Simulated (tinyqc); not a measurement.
Frequency dispersion of an accumulation capacitance by border traps, distributed model: one step of the calculation.

Traps spread evenly through the insulator exchange electrons with the semiconductor by tunnelling, with tau(x) = t0 exp(2 ka x) at depth x from the interface. The admittance per area Y seen at depth x obeys dY/dx = -Y^2/(i w eps0 eox) + q Nb ln(1 + i w tau)/tau, with Y(0) = i w Cs and w = 2 pi f; the gate sees Y(tox) = G + i w C. Working variable y = Y/(i w), in uF/cm^2. Cox = eps0 eox/tox.

Question. Scales and lumped estimate. Cox; trap-free value 1/(1/Cox + 1/Cs); response depth d = ln(1/(w t0))/(2 ka), where w tau = 1; lumped estimate: all traps within d act as C_bt = q Nb d placed at d/2, so C = 1/{1/[1/(1/Cs + d/(2 eps0 eox)) + C_bt] + (tox - d/2)/(eps0 eox)}.

Inputs (values chosen for the exercise); permittivity close to that of aluminium oxide: relative permittivity of the insulator eox = 8.51; insulator thickness tox = 7.3 nm; semiconductor capacitance in accumulation Cs = 3.9 uF/cm^2; density of border traps Nb = 6.8e19 cm^-3 eV^-1; decay constant of the wave function in the insulator ka = 5.4 1/nm; time constant of a trap at the interface t0 = 1e-9 s; frequency f = 1000 Hz.

Constants: q = 1.602176634e-19 C, eps0 = 8.8541878128e-14 F/cm where lengths are in cm. Results are converted to the units shown.

Find: Cox; trap-free C; d; C_bt; lumped C.

Answer.

Cox = 1.0322 uF/cm^2
trap-free C = 0.81617 uF/cm^2
d = 1.1090 nm
C_bt = 1.2083 uF/cm^2
lumped C = 0.88405 uF/cm^2

The traps within reach amount to 0.310 Cs and lie in the first 15.2 % of the insulator.

Computed by the program tinyqc: `OMP_NUM_THREADS=1 python tinyqc.py 2202215 2202216 out.jsonl`, one thread of a shared Intel Xeon 2.30GHz, about 0.5 s for the whole run.
